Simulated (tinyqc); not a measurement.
Worked calculation: Pariser-Parr-Pople SCF with singles CI, for the molecule O=C1C=CC(=O)C=C1 (SMILES; centres numbered as the heavy atoms are written). Computed by tinyqc, a small Python program that keeps every step. Settings: charge = 0, gamma = MN, start = huckel, damping = 0, iteration cap = 84, excitations kept = 4. Command: `OMP_NUM_THREADS=1 python tinyqc.py 25438 25439 out.jsonl` (the two numbers bound the seeds that draw the settings). One thread of a shared host (Intel(R) Xeon(R) Processor @ 2.60GHz), about 0.01 s of CPU time with the checks. Later iterations appear only in the table of the cycle.

## PPP integrals

Centres (angstrom, eV; a flat drawing with bonds scaled to 1.40 angstrom):
```
centre          x          y  core charge z          W   gamma_rr
1O       2.800000   0.000000              1  17.700000  15.200000
2C       1.400000   0.000000              1  11.160000  11.130000
3C       0.700000   1.212000              1  11.160000  11.130000
4C      -0.700000   1.212000              1  11.160000  11.130000
5C      -1.400000   0.000000              1  11.160000  11.130000
6O      -2.800000   0.000000              1  17.700000  15.200000
7C      -0.700000  -1.212000              1  11.160000  11.130000
8C       0.700000  -1.212000              1  11.160000  11.130000
```

Resonance integrals (eV):
```
i  j       beta
1  2  -2.510000
2  3  -2.390000
3  4  -2.390000
4  5  -2.390000
5  6  -2.510000
5  7  -2.390000
7  8  -2.390000
8  2  -2.390000
```

Mataga-Nishimoto: gamma = 14.399645/(R + a), a = 2 x 14.399645/(gamma_rr + gamma_ss); H_rr = -W_r - sum_(s != r) z_s gamma_rs; H_rs = beta for bonds.

repulsion gamma_rs (eV), order 1O, 2C, 3C, 4C, 5C, 6O, 7C, 8C:
$$\begin{pmatrix}
15.200000 & 5.774219 & 4.092627 & 3.001369 & 2.720105 & 2.199311 & 3.001369 & 4.092627 \\
5.774219 & 11.130000 & 5.346287 & 3.872515 & 3.517455 & 2.720105 & 3.872515 & 5.346287 \\
4.092627 & 5.346287 & 11.130000 & 5.345539 & 3.872515 & 3.001369 & 3.518103 & 3.873196 \\
3.001369 & 3.872515 & 5.345539 & 11.130000 & 5.346287 & 4.092627 & 3.873196 & 3.518103 \\
2.720105 & 3.517455 & 3.872515 & 5.346287 & 11.130000 & 5.774219 & 5.346287 & 3.872515 \\
2.199311 & 2.720105 & 3.001369 & 4.092627 & 5.774219 & 15.200000 & 4.092627 & 3.001369 \\
3.001369 & 3.872515 & 3.518103 & 3.873196 & 5.346287 & 4.092627 & 11.130000 & 5.345539 \\
4.092627 & 5.346287 & 3.873196 & 3.518103 & 3.872515 & 3.001369 & 5.345539 & 11.130000
\end{pmatrix}$$

core matrix H (eV), order 1O, 2C, 3C, 4C, 5C, 6O, 7C, 8C:
$$\begin{pmatrix}
-42.581627 & -2.510000 & 0.000000 & 0.000000 & 0.000000 & 0.000000 & 0.000000 & 0.000000 \\
-2.510000 & -41.609383 & -2.390000 & 0.000000 & 0.000000 & 0.000000 & 0.000000 & -2.390000 \\
0.000000 & -2.390000 & -40.209636 & -2.390000 & 0.000000 & 0.000000 & 0.000000 & 0.000000 \\
0.000000 & 0.000000 & -2.390000 & -40.209636 & -2.390000 & 0.000000 & 0.000000 & 0.000000 \\
0.000000 & 0.000000 & 0.000000 & -2.390000 & -41.609383 & -2.510000 & -2.390000 & 0.000000 \\
0.000000 & 0.000000 & 0.000000 & 0.000000 & -2.510000 & -42.581627 & 0.000000 & 0.000000 \\
0.000000 & 0.000000 & 0.000000 & 0.000000 & -2.390000 & 0.000000 & -40.209636 & -2.390000 \\
0.000000 & -2.390000 & 0.000000 & 0.000000 & 0.000000 & 0.000000 & -2.390000 & -40.209636
\end{pmatrix}$$

## Starting guess

pi electrons, sum of z_r less the charge = 8

Orbitals of the Hueckel matrix of the beta values.

P at the start, order 1O, 2C, 3C, 4C, 5C, 6O, 7C, 8C:
$$\begin{pmatrix}
1.000000 & 0.771039 & 0.000000 & -0.306017 & 0.000000 & 0.467125 & -0.306017 & 0.000000 \\
0.771039 & 1.000000 & 0.442789 & 0.000000 & -0.115648 & 0.000000 & 0.000000 & 0.442789 \\
0.000000 & 0.442789 & 1.000000 & 0.824262 & 0.000000 & -0.306017 & -0.175738 & 0.000000 \\
-0.306017 & 0.000000 & 0.824262 & 1.000000 & 0.442789 & 0.000000 & 0.000000 & -0.175738 \\
0.000000 & -0.115648 & 0.000000 & 0.442789 & 1.000000 & 0.771039 & 0.442789 & 0.000000 \\
0.467125 & 0.000000 & -0.306017 & 0.000000 & 0.771039 & 1.000000 & 0.000000 & -0.306017 \\
-0.306017 & 0.000000 & -0.175738 & 0.000000 & 0.442789 & 0.000000 & 1.000000 & 0.824262 \\
0.000000 & 0.442789 & 0.000000 & -0.175738 & 0.000000 & -0.306017 & 0.824262 & 1.000000
\end{pmatrix}$$

## Iteration 1: Fock matrix

F_rr = H_rr + P_rr gamma_rr / 2 + sum_(s != r) P_ss gamma_rs; F_rs = H_rs - P_rs gamma_rs / 2; E = tr P (H + F) / 2 + core repulsion sum_(r<s) z_r z_s gamma_rs.

F (eV), order 1O, 2C, 3C, 4C, 5C, 6O, 7C, 8C:
$$\begin{pmatrix}
-10.100000 & -4.736073 & 0.000000 & 0.459235 & 0.000000 & -0.513677 & 0.459235 & 0.000000 \\
-4.736073 & -5.595000 & -3.573640 & 0.000000 & 0.203394 & 0.000000 & 0.000000 & -3.573640 \\
0.000000 & -3.573640 & -5.595000 & -4.593061 & 0.000000 & 0.459235 & 0.309133 & 0.000000 \\
0.459235 & 0.000000 & -4.593061 & -5.595000 & -3.573640 & 0.000000 & 0.000000 & 0.309133 \\
0.000000 & 0.203394 & 0.000000 & -3.573640 & -5.595000 & -4.736073 & -3.573640 & 0.000000 \\
-0.513677 & 0.000000 & 0.459235 & 0.000000 & -4.736073 & -10.100000 & 0.000000 & 0.459235 \\
0.459235 & 0.000000 & 0.309133 & 0.000000 & -3.573640 & 0.000000 & -5.595000 & -4.593061 \\
0.000000 & -3.573640 & 0.000000 & 0.309133 & 0.000000 & 0.459235 & -4.593061 & -5.595000
\end{pmatrix}$$

pi energy = -112.247548 eV

## Iteration 1: orbitals and new P

Diagonalise F (the basis is taken as orthonormal) and form P = 2 sum c c over the lowest orbitals.

orbital energies (eV): [-14.735844, -13.808276, -10.903940, -10.497194, -5.263998, -0.692806, -0.244428, 2.376485]

P after iteration 1, order 1O, 2C, 3C, 4C, 5C, 6O, 7C, 8C:
$$\begin{pmatrix}
1.383480 & 0.768382 & 0.024121 & -0.273860 & -0.135100 & 0.305153 & -0.273860 & 0.024121 \\
0.768382 & 0.734486 & 0.378801 & 0.129136 & -0.022501 & -0.135100 & 0.129136 & 0.378801 \\
0.024121 & 0.378801 & 0.941017 & 0.858674 & 0.129136 & -0.273860 & -0.141326 & -0.058983 \\
-0.273860 & 0.129136 & 0.858674 & 0.941017 & 0.378801 & 0.024121 & -0.058983 & -0.141326 \\
-0.135100 & -0.022501 & 0.129136 & 0.378801 & 0.734486 & 0.768382 & 0.378801 & 0.129136 \\
0.305153 & -0.135100 & -0.273860 & 0.024121 & 0.768382 & 1.383480 & 0.024121 & -0.273860 \\
-0.273860 & 0.129136 & -0.141326 & -0.058983 & 0.378801 & 0.024121 & 0.941017 & 0.858674 \\
0.024121 & 0.378801 & -0.058983 & -0.141326 & 0.129136 & -0.273860 & 0.858674 & 0.941017
\end{pmatrix}$$

## Iteration 2: Fock matrix

As before.

F (eV), order 1O, 2C, 3C, 4C, 5C, 6O, 7C, 8C:
$$\begin{pmatrix}
-9.434373 & -4.728403 & -0.049359 & 0.410977 & 0.183743 & -0.335563 & 0.410977 & -0.049359 \\
-4.728403 & -5.836620 & -3.402590 & -0.250041 & 0.039574 & 0.183743 & -0.250041 & -3.402590 \\
-0.049359 & -3.402590 & -6.401812 & -4.685038 & -0.250041 & 0.410977 & 0.248599 & 0.114226 \\
0.410977 & -0.250041 & -4.685038 & -6.401812 & -3.402590 & -0.049359 & 0.114226 & 0.248599 \\
0.183743 & 0.039574 & -0.250041 & -3.402590 & -5.836620 & -4.728403 & -3.402590 & -0.250041 \\
-0.335563 & 0.183743 & 0.410977 & -0.049359 & -4.728403 & -9.434373 & -0.049359 & 0.410977 \\
0.410977 & -0.250041 & 0.248599 & 0.114226 & -3.402590 & -0.049359 & -6.401812 & -4.685038 \\
-0.049359 & -3.402590 & 0.114226 & 0.248599 & -0.250041 & 0.410977 & -4.685038 & -6.401812
\end{pmatrix}$$

pi energy = -113.977350 eV

## Iteration 2: orbitals and new P

As before.

orbital energies (eV): [-15.007307, -13.572128, -11.449676, -10.660799, -4.797816, -1.582401, -0.622901, 1.543794]

P after iteration 2, order 1O, 2C, 3C, 4C, 5C, 6O, 7C, 8C:
$$\begin{pmatrix}
1.353072 & 0.792211 & 0.015543 & -0.271394 & -0.119752 & 0.292591 & -0.271394 & 0.015543 \\
0.792211 & 0.754029 & 0.366152 & 0.119400 & -0.030215 & -0.119752 & 0.119400 & 0.366152 \\
0.015543 & 0.366152 & 0.946450 & 0.868812 & 0.119400 & -0.271394 & -0.131188 & -0.053550 \\
-0.271394 & 0.119400 & 0.868812 & 0.946450 & 0.366152 & 0.015543 & -0.053550 & -0.131188 \\
-0.119752 & -0.030215 & 0.119400 & 0.366152 & 0.754029 & 0.792211 & 0.366152 & 0.119400 \\
0.292591 & -0.119752 & -0.271394 & 0.015543 & 0.792211 & 1.353072 & 0.015543 & -0.271394 \\
-0.271394 & 0.119400 & -0.131188 & -0.053550 & 0.366152 & 0.015543 & 0.946450 & 0.868812 \\
0.015543 & 0.366152 & -0.053550 & -0.131188 & 0.119400 & -0.271394 & 0.868812 & 0.946450
\end{pmatrix}$$

## Convergence

Stop when output and input P, before any damping, agree to 1e-7.

Course of the cycle:
```
iteration         E (eV)  largest |P(out) - P(in)|
1          -112.24754846                  3.83e-01
2          -113.97735013                  3.04e-02
3          -114.01011208                  1.08e-02
4          -114.01380357                  4.38e-03
5          -114.01444471                  1.88e-03
6          -114.01455679                  7.89e-04
7          -114.01457636                  3.31e-04
8          -114.01457978                  1.38e-04
9          -114.01458038                  5.79e-05
10         -114.01458048                  2.42e-05
11         -114.01458050                  1.01e-05
12         -114.01458050                  4.22e-06
13         -114.01458050                  1.76e-06
14         -114.01458050                  7.37e-07
15         -114.01458050                  3.08e-07
16         -114.01458050                  1.29e-07
17         -114.01458050                  5.37e-08
```

Converged in 17 iterations.

## Converged orbitals

Charges are z - P_rr.

orbital energies (eV): [-14.979855, -13.625493, -11.394061, -10.735968, -4.747960, -1.494810, -0.601524, 1.593810]

coefficients, order 1O, 2C, 3C, 4C, 5C, 6O, 7C, 8C:
$$\begin{pmatrix}
0.331485 & 0.519876 & 0.000000 & 0.545408 & 0.448817 & 0.000000 & -0.304381 & -0.168203 \\
0.421075 & 0.440548 & 0.000000 & 0.059369 & -0.349702 & 0.000000 & 0.564952 & 0.428516 \\
0.326201 & 0.133505 & 0.500000 & -0.315440 & -0.296876 & 0.500000 & -0.209978 & -0.379527 \\
0.326201 & -0.133505 & 0.500000 & -0.315440 & 0.296876 & -0.500000 & -0.209978 & 0.379527 \\
0.421075 & -0.440548 & 0.000000 & 0.059369 & 0.349702 & 0.000000 & 0.564952 & -0.428516 \\
0.331485 & -0.519876 & 0.000000 & 0.545408 & -0.448817 & 0.000000 & -0.304381 & 0.168203 \\
0.326201 & -0.133505 & -0.500000 & -0.315440 & 0.296876 & 0.500000 & -0.209978 & 0.379527 \\
0.326201 & 0.133505 & -0.500000 & -0.315440 & -0.296876 & -0.500000 & -0.209978 & -0.379527
\end{pmatrix}$$

pi charges: 1O -0.355247, 2C 0.250178, 3C 0.052534, 4C 0.052534, 5C 0.250178, 6O -0.355247, 7C 0.052534, 8C 0.052534

## Singles CI, singlets

Over the 4 single excitations with the smallest orbital gaps: A = (e_a - e_i) delta + 2 (ia|jb) - (ij|ab), with (pq|rs) = sum c_mp c_mq gamma_mn c_nr c_ns. f = 2/3 w |mu|^2 in atomic units, mu = sqrt2 sum c_ia sum_m c_mi c_ma R_m.

singlet CI matrix (eV), order 4>5, 3>5, 2>5, 4>6:
$$\begin{pmatrix}
4.440199 & 0.000000 & 0.000000 & 0.000000 \\
0.000000 & 2.943247 & 0.000000 & 0.166176 \\
0.000000 & 0.000000 & 6.310926 & 0.000000 \\
0.000000 & 0.166176 & 0.000000 & 5.804072
\end{pmatrix}$$

singlet excitation energies (eV): [2.933627, 4.440199, 5.813692, 6.310926]

oscillator strengths: [0.000000, 1.927046, 0.000000, 0.000000]

## Singles CI, triplets

Over the 4 single excitations with the smallest orbital gaps: A = (e_a - e_i) delta - (ij|ab), with (pq|rs) = sum c_mp c_mq gamma_mn c_nr c_ns.

triplet CI matrix (eV), order 4>5, 3>5, 2>5, 4>6:
$$\begin{pmatrix}
0.650022 & 0.000000 & 0.000000 & 0.000000 \\
0.000000 & 1.986206 & 0.000000 & -0.850710 \\
0.000000 & 0.000000 & 3.423096 & 0.000000 \\
0.000000 & -0.850710 & 0.000000 & 4.723600
\end{pmatrix}$$

triplet excitation energies (eV): [0.650022, 1.743370, 3.423096, 4.966436]
